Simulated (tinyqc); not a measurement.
Where the concentration falls to given levels: concentration-dependent dopant diffusion with charged defects and the built-in field. Computed by tinyqc, a small Python program. Command: `OMP_NUM_THREADS=1 python tinyqc.py 3008204 3008205 out.jsonl extrinsic walk`. One thread of a shared host (Intel(R) Xeon(R) Processor @ 2.30GHz), about 0.1 s of CPU time with the checks.

A constant source C_s feeds a half space. The dopant moves through neutral point defects and through charged ones, whose number grows with the majority carrier density n.

Inputs (values chosen for the exercise, modelled on arsenic in silicon):
```
quantity                        value    unit
neutral prefactor D0x         0.00966  cm^2/s
neutral activation energy E0     3.45      eV
singly charged prefactor D01     33.9  cm^2/s
activation energy E1             4.16      eV
surface concentration C_s     1.2e+20  1/cm^3
temperature T                     950       C
time t                            950       s
```

Field enhancement: on.

Constants: k_B = 8.617333262e-05 eV/K.

Method:
- n_i = 3.87e16 T^1.5 exp(-7014/T) per cm^3 (T in kelvin, an empirical form); each D = prefactor x exp(-E/(k_B T)); the intrinsic diffusivity D_i is their sum.
- Temperatures in kelvin are T(C) + 273.15.
- n = C/2 + sqrt(C^2/4 + n_i^2); D(C) = h [Dx + D1 (n/n_i)], h = 1 + C/sqrt(C^2 + 4 n_i^2).
- With y = x/sqrt(D_s t), u = C/C_s and q = -(D/D_s) du/dy: du/dy = -q D_s/D, dq/dy = -(y/2) q D_s/D, u(0) = 1. The surface flux q(0) is shot so that u tends to 0 (LSODA, an adaptive multistep solver, relative tolerance 1e-10). Dose Q = 2 q(0) C_s sqrt(D_s t).
- For comparison, erfc profiles with a constant D: x = 2 sqrt(D t) erfc^-1(C/C_s), with D = D_i and D = D_s.

partial diffusivities (cm^2/s): Dx 5.88638e-17, D1 2.45267e-16

n_i = 5.35209e+18 1/cm^3

surface diffusivity D_s = 1.11159e-14 cm^2/s

intrinsic diffusivity D_i = 3.04131e-16 cm^2/s

Depth (nm):
```
C/C_s       D/D_s    full  erfc with D_i  erfc with D_s
8.00e-01  0.80211  13.351          1.926          11.64
5.00e-01  0.50525  30.048          5.127          31.00
2.00e-01  0.20842  44.298          9.742          58.90
1.00e-01  0.11032  48.779         12.504          75.59
3.00e-02  0.04747  52.253         16.496          99.73
1.00e-02  0.03331  53.913         19.581         118.38
1.00e-03  0.02792  56.474         25.013         151.22
1.00e-04  0.02742  58.763         29.575         178.80
```

What does the comparison show, and why?

The depth between C/C_s = 0.1 and 1e-4 spans 9.98 nm in the full profile, against 17.1 nm for D_i and 103 nm for D_s; the ratio of the depths at 1e-4 and at 0.5 is 1.96, against 5.77 for any erfc. The profile is box-like: fast diffusion in the heavily doped part feeds a front that moves slowly where D drops to D_i. Caution: at such a C_s dopants can cluster or exceed their solubility, which the model leaves out.
